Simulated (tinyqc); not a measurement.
Froehlich polaron in a polar crystal: one step, computed by the program tinyqc.

One electron in a parabolic band of mass m*, coupled to dispersionless LO phonons in the continuum model. Energies are in units of hbar omega unless marked, wave numbers in k_0 = sqrt(2 m* omega/hbar).

Task: Mobility at low temperature. Scattering by absorption of an LO phonon: 1/tau = 2 alpha omega n, n = 1/(exp(hbar omega/(k_B T)) - 1); mu = e tau/m*, the weak-coupling result for k_B T well below hbar omega.

Inputs (values chosen for the exercise, modelled on cadmium telluride): band mass m* = 0.0931 m_0; LO phonon energy hbar omega = 21.3 meV; temperature T = 100 K.

coupling constant alpha = 0.2646387

Constants: k_B = 8.617333262e-05 eV/K; hbar = 6.582119569e-16 eV s; e = 1.602176634e-19 C; m_0 = 9.1093837015e-31 kg.

Give: phonon occupation n; lifetime tau; mobility.

Result:

phonon occupation n = 0.09222

lifetime tau = 633.1 fs

mobility = 11960 cm^2/(V s)

Caution: this mobility formula holds for weak coupling and k_B T well below hbar omega, and it leaves out all other scattering.
